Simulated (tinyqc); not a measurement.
Inside a calculation. Method: Hueckel theory of the pi electrons with the omega technique, for the molecule c1ccc2c(c1)cnc1ccccc12 (SMILES; centres numbered as the heavy atoms are written). Computed by tinyqc, a small Python program that keeps every step. Settings: charge = 0, omega = 1.0, damping = 0.3. Command: `OMP_NUM_THREADS=1 python tinyqc.py 31694 31695 out.jsonl` (the two numbers bound the seeds that draw the settings). One thread of a shared host (Intel(R) Xeon(R) Processor @ 2.60GHz), about 0.01 s of CPU time with the checks.

## The Hueckel matrix

Centres:
```
centre  z_r, pi electrons of the neutral centre        h
1C                                            1  0.00000
2C                                            1  0.00000
3C                                            1  0.00000
4C                                            1  0.00000
5C                                            1  0.00000
6C                                            1  0.00000
7C                                            1  0.00000
8N                                            1  0.50000
9C                                            1  0.00000
10C                                           1  0.00000
11C                                           1  0.00000
12C                                           1  0.00000
13C                                           1  0.00000
14C                                           1  0.00000
```

Bonds:
```
i    j        k
1    2        1
2    3        1
3    4        1
4    5        1
5    6        1
5    7        1
7    8        1
8    9  1.00000
9   10        1
10  11        1
11  12        1
12  13        1
13  14        1
6    1        1
14   9        1
14   4        1
```

H_rr = alpha + h_r beta, H_rs = k_rs beta for bonded centres.

Hueckel matrix in units of beta (H = alpha + beta A), lower triangle:
```
          1C       2C       3C       4C       5C       6C       7C       8N
1C   0.00000
2C   1.00000  0.00000
3C   0.00000  1.00000  0.00000
4C   0.00000  0.00000  1.00000  0.00000
5C   0.00000  0.00000  0.00000  1.00000  0.00000
6C   1.00000  0.00000  0.00000  0.00000  1.00000  0.00000
7C   0.00000  0.00000  0.00000  0.00000  1.00000  0.00000  0.00000
8N   0.00000  0.00000  0.00000  0.00000  0.00000  0.00000  1.00000  0.50000
9C   0.00000  0.00000  0.00000  0.00000  0.00000  0.00000  0.00000  1.00000
10C  0.00000  0.00000  0.00000  0.00000  0.00000  0.00000  0.00000  0.00000
11C  0.00000  0.00000  0.00000  0.00000  0.00000  0.00000  0.00000  0.00000
12C  0.00000  0.00000  0.00000  0.00000  0.00000  0.00000  0.00000  0.00000
13C  0.00000  0.00000  0.00000  0.00000  0.00000  0.00000  0.00000  0.00000
14C  0.00000  0.00000  0.00000  1.00000  0.00000  0.00000  0.00000  0.00000

          9C      10C      11C      12C      13C      14C
9C   0.00000
10C  1.00000  0.00000
11C  0.00000  1.00000  0.00000
12C  0.00000  0.00000  1.00000  0.00000
13C  0.00000  0.00000  0.00000  1.00000  0.00000
14C  1.00000  0.00000  0.00000  0.00000  1.00000  0.00000
```

## Orbitals, round 1

pi electrons, sum of z_r less the charge = 14

Diagonalise; E = alpha + x beta with beta < 0, so the largest x are filled first; degenerate levels share their electrons. P = sum n_i c_ri c_si; each orbital has its largest coefficient positive (the first on a tie).

x values: 2.47564  1.95959  1.63722  1.30972  1.15845  0.77778  0.68303  -0.51747  -0.76556  -1.12486  -1.30028  -1.43655  -1.94622  -2.41050

occupations: 2.00000  2.00000  2.00000  2.00000  2.00000  2.00000  2.00000  0.00000  0.00000  0.00000  0.00000  0.00000  0.00000  0.00000

coefficients:
```
         MO1       MO2       MO3       MO4       MO5       MO6       MO7       MO8
1C   0.13402   0.32638  -0.12699   0.43066  -0.14862   0.36969   0.12338   0.01091
2C   0.13949   0.30489  -0.22908   0.24732  -0.42196   0.07978  -0.28137   0.33108
3C   0.21131   0.27108  -0.24806  -0.10674  -0.34020  -0.30763  -0.31556  -0.18223
4C   0.38363   0.22632  -0.17705  -0.38712   0.02785  -0.31906   0.06583  -0.23678
5C   0.34205   0.32945   0.16164  -0.01584   0.43799  -0.20810   0.12637   0.16334
6C   0.19230   0.33468   0.02116   0.31672   0.24979   0.20775   0.36564  -0.33672
7C   0.27085   0.08460   0.42053   0.04965   0.22975  -0.05055  -0.34516   0.48898
8N   0.32848  -0.16368   0.52686   0.08087  -0.17184   0.16878  -0.36212  -0.41637
9C   0.37811  -0.32350   0.17862   0.01583  -0.34289   0.09744   0.27888  -0.06533
10C  0.21121  -0.31320  -0.03096   0.32431  -0.15987  -0.36057   0.31844   0.30876
11C  0.14476  -0.29025  -0.22931   0.40892   0.15769  -0.37789  -0.06137  -0.09444
12C  0.14716  -0.25557  -0.34448   0.21127   0.34255   0.06666  -0.36036  -0.25989
13C  0.21956  -0.21056  -0.33467  -0.13222   0.23913   0.42973  -0.18477   0.22893
14C  0.39638  -0.15705  -0.20345  -0.38444  -0.06552   0.26758   0.23416   0.14142

          MO9      MO10      MO11      MO12      MO13      MO14
1C    0.39098  -0.13210  -0.36441   0.27747  -0.30702  -0.15956
2C   -0.00136   0.33706   0.12216  -0.40886   0.27701   0.16826
3C   -0.38994  -0.24705   0.20558   0.30987  -0.23210  -0.24604
4C    0.29989  -0.05917  -0.38946  -0.03629   0.17472   0.42482
5C   -0.16288   0.34410  -0.09287  -0.29220  -0.31677  -0.36195
6C   -0.29796  -0.18847   0.35169   0.01026   0.32051   0.21635
7C    0.12277  -0.13943   0.15854   0.44580   0.12128   0.23131
8N    0.06890  -0.18726  -0.11327  -0.34821   0.08073  -0.19561
9C   -0.20996   0.44370   0.04538   0.22853  -0.31876   0.33803
10C  -0.23140  -0.28135  -0.33945  -0.01455   0.33081  -0.20316
11C   0.38711  -0.12723   0.39599  -0.20763  -0.32508   0.15170
12C  -0.06495   0.42446  -0.17545   0.31282   0.30186  -0.16250
13C  -0.33739  -0.35023  -0.16785  -0.24175  -0.26240   0.24001
14C   0.32324  -0.03050   0.39371   0.03447   0.20884  -0.41604
```

charge and bond-order matrix P, lower triangle:
```
           1C        2C        3C        4C        5C        6C        7C        8N
1C    1.00012
2C    0.62260   0.97929
3C    0.00046   0.70069   1.00203
4C   -0.26583   0.02320   0.59112   0.97301
5C   -0.00083  -0.25951  -0.00336   0.54042   1.00605
6C    0.70702   0.02129  -0.34393  -0.02419   0.57363   0.97799
7C   -0.12706  -0.04868   0.03372   0.05837   0.51047   0.05141   0.86860
8N    0.00356   0.16617   0.01304  -0.23617  -0.02766  -0.19022   0.75535   1.21591
9C    0.10123  -0.01780  -0.11024   0.02362  -0.16768   0.01960  -0.05802   0.49385
10C  -0.00115  -0.05929  -0.00477   0.04327   0.00834   0.07889  -0.18925  -0.03629
11C  -0.08163   0.01188   0.09422  -0.01387   0.10059  -0.01240   0.03007  -0.12269
12C   0.00063   0.07188   0.00278  -0.11526  -0.00454  -0.05993   0.16715   0.01730
13C   0.09359  -0.00847  -0.13760   0.00880  -0.10863   0.00848  -0.01732   0.03584
14C  -0.00062  -0.11590  -0.00245   0.45917   0.00451   0.04488  -0.23994  -0.02148

           9C       10C       11C       12C      13C      14C
9C    0.96924
10C   0.57855   1.01163
11C   0.01227   0.70540   0.99286
12C  -0.26265  -0.00649   0.62362   1.00383
13C  -0.00478  -0.34444   0.00447   0.70124  0.99605
14C   0.54419   0.00618  -0.26681  -0.00331  0.59014  1.00338
```

## Omega technique, round 1

h_r = h_r(0) + omega q_r, omega = 1, with q_r = z_r - P_rr; 0.3 of the old diagonal is kept.

matrix after round 1, lower triangle:
```
           1C       2C        3C       4C        5C       6C       7C       8N
1C   -0.00008
2C    1.00000  0.01450
3C    0.00000  1.00000  -0.00142
4C    0.00000  0.00000   1.00000  0.01889
5C    0.00000  0.00000   0.00000  1.00000  -0.00423
6C    1.00000  0.00000   0.00000  0.00000   1.00000  0.01540
7C    0.00000  0.00000   0.00000  0.00000   1.00000  0.00000  0.09198
8N    0.00000  0.00000   0.00000  0.00000   0.00000  0.00000  1.00000  0.34886
9C    0.00000  0.00000   0.00000  0.00000   0.00000  0.00000  0.00000  1.00000
10C   0.00000  0.00000   0.00000  0.00000   0.00000  0.00000  0.00000  0.00000
11C   0.00000  0.00000   0.00000  0.00000   0.00000  0.00000  0.00000  0.00000
12C   0.00000  0.00000   0.00000  0.00000   0.00000  0.00000  0.00000  0.00000
13C   0.00000  0.00000   0.00000  0.00000   0.00000  0.00000  0.00000  0.00000
14C   0.00000  0.00000   0.00000  1.00000   0.00000  0.00000  0.00000  0.00000

          9C       10C      11C       12C      13C       14C
9C   0.02153
10C  1.00000  -0.00814
11C  0.00000   1.00000  0.00499
12C  0.00000   0.00000  1.00000  -0.00268
13C  0.00000   0.00000  0.00000   1.00000  0.00276
14C  1.00000   0.00000  0.00000   0.00000  1.00000  -0.00236
```

## Orbitals, round 2

As before.

x values: 2.47303  1.96196  1.61663  1.31383  1.16317  0.77771  0.67737  -0.52050  -0.76127  -1.12287  -1.29584  -1.43566  -1.94157  -2.40600

occupations: 2.00000  2.00000  2.00000  2.00000  2.00000  2.00000  2.00000  0.00000  0.00000  0.00000  0.00000  0.00000  0.00000  0.00000

coefficients:
```
         MO1       MO2       MO3       MO4       MO5       MO6       MO7       MO8
1C   0.13902   0.32060  -0.15198   0.42468  -0.15159   0.37734  -0.07226   0.02999
2C   0.14498   0.29736  -0.26288   0.23525  -0.40857   0.04242   0.30643   0.31727
3C   0.21741   0.25850  -0.26918  -0.11900  -0.31773  -0.34497   0.27538  -0.19973
4C   0.39300   0.21018  -0.17268  -0.39177   0.03855  -0.31120  -0.11950  -0.21359
5C   0.34964   0.32501   0.17947  -0.00563   0.41814  -0.18595  -0.16299   0.14840
6C   0.19883   0.33167   0.01717   0.32274   0.23224   0.25107  -0.35538  -0.33287
7C   0.27431   0.09718   0.44641   0.06162   0.21735  -0.08528   0.36378   0.46985
8N   0.30352  -0.14328   0.50114   0.08092  -0.18531   0.12747   0.37595  -0.43617
9C   0.37040  -0.32831   0.18892   0.01646  -0.36825   0.13994  -0.24028  -0.09066
10C  0.20711  -0.31865  -0.01361   0.32305  -0.17880  -0.31642  -0.34246   0.31878
11C  0.14346  -0.29947  -0.21103   0.41060   0.15882  -0.38860   0.00552  -0.07267
12C  0.14696  -0.26740  -0.32650   0.21436   0.36275   0.01614   0.34617  -0.28059
13C  0.22038  -0.22587  -0.31767  -0.12839   0.26408   0.40120   0.22990   0.21796
14C  0.39742  -0.17512  -0.18618  -0.38269  -0.05630   0.29477  -0.19108   0.16654

          MO9      MO10      MO11      MO12      MO13      MO14
1C    0.39585  -0.13261  -0.37206   0.26265  -0.31071  -0.15722
2C   -0.01960   0.35727   0.13554  -0.38724   0.28113   0.16566
3C   -0.38065  -0.27374   0.19445   0.29891  -0.23920  -0.24375
4C    0.30884  -0.05028  -0.38725  -0.04147   0.18295   0.42046
5C   -0.17705   0.36980  -0.08236  -0.27743  -0.31964  -0.35757
6C   -0.28172  -0.20837   0.34656   0.01018   0.32210   0.21260
7C    0.10692  -0.15501   0.14707   0.42840   0.11420   0.22575
8N    0.08582  -0.18148  -0.12174  -0.37702   0.08742  -0.20634
9C   -0.20219   0.42210   0.05316   0.24439  -0.31442   0.34269
10C  -0.24431  -0.26293  -0.34533  -0.01795   0.32964  -0.20732
11C   0.38619  -0.12901   0.39151  -0.21877  -0.32293   0.15443
12C  -0.05161   0.40844  -0.16397   0.33312   0.29895  -0.16501
13C  -0.34703  -0.32851  -0.17947  -0.25859  -0.25671   0.24213
14C   0.31676  -0.03865   0.39704   0.03884   0.20017  -0.41824
```

charge and bond-order matrix P, lower triangle:
```
           1C        2C        3C        4C        5C        6C        7C        8N
1C    0.99230
2C    0.62230   0.99304
3C    0.00314   0.70144   0.99300
4C   -0.26551   0.01426   0.59015   0.98908
5C    0.00273  -0.25968  -0.00240   0.54079   0.99221
6C    0.70728   0.01147  -0.34465  -0.01653   0.57385   0.99451
7C   -0.12759  -0.03027   0.03560   0.03690   0.50943   0.02823   0.94924
8N    0.00698   0.17003   0.00571  -0.24162  -0.02685  -0.19417   0.76730   1.12454
9C    0.10102  -0.01390  -0.10918   0.01692  -0.16844   0.01664  -0.04866   0.50245
10C  -0.00331  -0.06093  -0.00094   0.04541   0.00897   0.08051  -0.19356  -0.01622
11C  -0.08146   0.00827   0.09366  -0.00917   0.10084  -0.00910   0.02203  -0.12595
12C   0.00290   0.07321  -0.00057  -0.11690  -0.00614  -0.06123   0.17036   0.00324
13C   0.09345  -0.00468  -0.13736   0.00429  -0.10860   0.00475  -0.00881   0.03659
14C  -0.00310  -0.11717   0.00076   0.46078   0.00714   0.04614  -0.24316  -0.00476

           9C       10C       11C      12C      13C      14C
9C    0.98775
10C   0.57585   0.99669
11C   0.00830   0.70666   0.99932
12C  -0.26086   0.00165   0.62266  0.99466
13C  -0.00538  -0.34487   0.00176  0.70167  1.00107
14C   0.54225  -0.00151  -0.26586  0.00435  0.58976  0.99260
```

## Omega technique, round 2

As before.

matrix after round 2, lower triangle:
```
          1C       2C       3C       4C       5C       6C       7C       8N
1C   0.00537
2C   1.00000  0.00922
3C   0.00000  1.00000  0.00448
4C   0.00000  0.00000  1.00000  0.01331
5C   0.00000  0.00000  0.00000  1.00000  0.00419
6C   1.00000  0.00000  0.00000  0.00000  1.00000  0.00846
7C   0.00000  0.00000  0.00000  0.00000  1.00000  0.00000  0.06313
8N   0.00000  0.00000  0.00000  0.00000  0.00000  0.00000  1.00000  0.36748
9C   0.00000  0.00000  0.00000  0.00000  0.00000  0.00000  0.00000  1.00000
10C  0.00000  0.00000  0.00000  0.00000  0.00000  0.00000  0.00000  0.00000
11C  0.00000  0.00000  0.00000  0.00000  0.00000  0.00000  0.00000  0.00000
12C  0.00000  0.00000  0.00000  0.00000  0.00000  0.00000  0.00000  0.00000
13C  0.00000  0.00000  0.00000  0.00000  0.00000  0.00000  0.00000  0.00000
14C  0.00000  0.00000  0.00000  1.00000  0.00000  0.00000  0.00000  0.00000

          9C       10C      11C      12C      13C      14C
9C   0.01503
10C  1.00000  -0.00013
11C  0.00000   1.00000  0.00197
12C  0.00000   0.00000  1.00000  0.00294
13C  0.00000   0.00000  0.00000  1.00000  0.00008
14C  1.00000   0.00000  0.00000  0.00000  1.00000  0.00447
```

## Convergence

Each round sets h_r = h_r(0) + omega (z_r - P_rr), keeping the share named as damping of the old diagonal; repeat until output and input diagonals agree to 1e-6.

Rounds:
```
round   sum n x  largest |h(out) - h(in)|
1      20.00289                  2.16e-01
2      19.96742                  4.12e-02
3      19.97181                  9.27e-03
4      19.97044                  2.38e-03
5      19.97077                  6.60e-04
6      19.97067                  2.00e-04
7      19.97070                  6.15e-05
8      19.97069                  1.98e-05
9      19.97069                  6.33e-06
10     19.97069                  2.06e-06
11     19.97069                  6.67e-07
```

Converged in 11 rounds.

## Energy, charges, bond orders

final x values: 2.47308  1.96285  1.61559  1.31475  1.16335  0.77910  0.67662  -0.52329  -0.76032  -1.12221  -1.29517  -1.43775  -1.94075  -2.40585

occupations: 2.00000  2.00000  2.00000  2.00000  2.00000  2.00000  2.00000  0.00000  0.00000  0.00000  0.00000  0.00000  0.00000  0.00000

final P, lower triangle:
```
           1C        2C        3C        4C        5C        6C        7C        8N
1C    0.99607
2C    0.62240   0.98891
3C    0.00188   0.70132   0.99703
4C   -0.26563   0.01569   0.59032   0.98506
5C    0.00163  -0.25974  -0.00282   0.54085   0.99748
6C    0.70721   0.01348  -0.34455  -0.01715   0.57389   0.98912
7C   -0.12742  -0.03259   0.03534   0.03934   0.50940   0.03193   0.93320
8N    0.00573   0.16947   0.00732  -0.24087  -0.02575  -0.19371   0.76620   1.13799
9C    0.10114  -0.01384  -0.10936   0.01743  -0.16851   0.01606  -0.04715   0.50130
10C  -0.00274  -0.06067  -0.00170   0.04509   0.00859   0.08030  -0.19306  -0.02021
11C  -0.08153   0.00860   0.09377  -0.00985   0.10087  -0.00918   0.02226  -0.12544
12C   0.00214   0.07298   0.00039  -0.11662  -0.00547  -0.06102   0.16990   0.00646
13C   0.09349  -0.00537  -0.13741   0.00538  -0.10861   0.00528  -0.01019   0.03646
14C  -0.00205  -0.11695  -0.00053   0.46050   0.00588   0.04595  -0.24271  -0.00839

           9C       10C       11C      12C      13C      14C
9C    0.98339
10C   0.57628   1.00192
11C   0.00893   0.70645   0.99631
12C  -0.26120  -0.00063   0.62285  0.99846
13C  -0.00487  -0.34481   0.00284  0.70159  0.99806
14C   0.54262  -0.00006  -0.26605  0.00217  0.58983  0.99701
```

E = sum n x; q_r = z_r - P_rr; bond order p = P_rs; free valence = sqrt(3) - sum of p over the bonds of the atom.

pi energy = 14 alpha + this times beta = 19.97069

pi charges: 1C 0.00393, 2C 0.01109, 3C 0.00297, 4C 0.01494, 5C 0.00252, 6C 0.01088, 7C 0.06680, 8N -0.13799, 9C 0.01661, 10C -0.00192, 11C 0.00369, 12C 0.00154, 13C 0.00194, 14C 0.00299

Bond orders and lengths from R = 1.517 - 0.180 p (angstrom, C-C alone):
```
bond         p        R
1-2    0.62240  1.40497
2-3    0.70132  1.39076
3-4    0.59032  1.41074
4-5    0.54085  1.41965
5-6    0.57389  1.41370
5-7    0.50940  1.42531
7-8    0.76620        -
8-9    0.50130        -
9-10   0.57628  1.41327
10-11  0.70645  1.38984
11-12  0.62285  1.40489
12-13  0.70159  1.39071
13-14  0.58983  1.41083
6-1    0.70721  1.38970
14-9   0.54262  1.41933
14-4   0.46050  1.43411
```

free valence of the carbons: 1C 0.40245, 2C 0.40834, 3C 0.44041, 4C 0.14039, 5C 0.10792, 6C 0.45095, 7C 0.45645, 9C 0.11185, 10C 0.44932, 11C 0.40275, 12C 0.40761, 13C 0.44062, 14C 0.13910

gap between the highest filled and the next level = 1.19992 |beta|
